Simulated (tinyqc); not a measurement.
Admittance spectroscopy and thermally stimulated current of one trap level in a depletion layer: one step, computed by the program tinyqc. Command: `OMP_NUM_THREADS=1 python tinyqc.py 3113530 3113531 out.jsonl admit walk`. One thread of a shared host (Intel(R) Xeon(R) Processor @ 2.30GHz), about 0.01 s of CPU time with the checks.

A Schottky junction on n-type material holds one donor-like electron trap; shallow donors are fully ionised and abrupt depletion edges are assumed.

Task: The capacitance step. With E_c - E_F = k_B T_p ln(N_c/N): lambda = sqrt(2 eps eps_0 (E_t - (E_c - E_F))/(e^2 N)); traps are empty and charged for x < x_t = w - lambda, and V_b = e (N w^2 + N_t x_t^2)/(2 eps eps_0). High frequency: C_hf = eps eps_0/w. Low frequency: C_lf = eps eps_0 (N + N_t)/(N w + N_t x_t).

Inputs (values chosen for the exercise, modelled on n-type beta-Ga2O3):
```
quantity,value,unit
dielectric constant eps,10.3,-
shallow doping N,6.4e+16,1/cm^3
trap density N_t,6e+15,1/cm^3
trap depth E_t below the band,0.207,eV
band bending V_b,2.3,V
```

E_c - E_F = k_B T_p ln(N_c/N) = 0.05270434 eV

Constants: eps_0 = 8.8541878128e-12 F/m; e = 1.602176634e-19 C.

Give: lambda; depletion width w; crossing point x_t; C_hf; C_lf; step (C_lf - C_hf)/C_hf; small-N_t estimate (N_t/N)(lambda/w).

Result:

lambda = 52.389 nm

depletion width w = 197.34 nm

crossing point x_t = 144.95 nm

C_hf = 46.214 nF/cm^2

C_lf = 47.290 nF/cm^2

step (C_lf - C_hf)/C_hf = 0.023285

small-N_t estimate (N_t/N)(lambda/w) = 0.024889

Reading N_t/N straight from the step would give 0.0233 against the true 0.0938: the factor lambda/w must be known.
